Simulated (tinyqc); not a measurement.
The basis set: RHF and MP2 along a ladder of basis sets, for BeH2, spin multiplicity 1. Computed by the program tinyqc with PySCF. Same geometry throughout; the dipole is taken about the origin.

Geometry (angstrom):

| atom | x | y | z |
|---|---|---|---|
| Be | 0.0000 | 0.0000 | 0.0000 |
| H | 0.0000 | 1.2750 | 0.0140 |
| H | 0.0000 | -1.2750 | 0.0140 |

RHF and frozen-core MP2 in a ladder of bases:

| basis | functions | E(RHF) (hartree) | E(MP2 corr) (hartree) | HOMO (eV) | LUMO (eV) | dipole (debye) |
|---|---|---|---|---|---|---|
| sto-3g | 7 | -15.56113 | -0.02170 | -11.783 | 5.721 | 0.051 |
| 3-21g | 13 | -15.67113 | -0.02772 | -12.409 | 2.273 | 0.050 |
| 6-31g | 13 | -15.75711 | -0.02788 | -12.381 | 2.490 | 0.048 |
| cc-pvdz | 24 | -15.76474 | -0.05095 | -12.357 | 1.953 | 0.053 |
| cc-pvtz | 58 | -15.76935 | -0.06084 | -12.416 | 1.666 | 0.055 |

Estimate the missing row, basis = 6-31g**.

Computed row:
```
basis    functions  E(RHF) (hartree)  E(MP2 corr) (hartree)  HOMO (eV)  LUMO (eV)  dipole (debye)
6-31g**         24         -15.76452               -0.04903    -12.311      2.533           0.051
```

From cc-pVDZ to cc-pVTZ the RHF energy falls by 4.6 mhartree and the correlation energy by 9.9. If valence correlation converges as X^-3, (27 E(T) - 8 E(D))/19 gives -0.0650 hartree, a rough estimate from such small X that usually falls short; STO-3G holds about 33 % of it. Beyond STO-3G the LUMO moves by 0.9 eV and the HOMO by 0.1 eV.
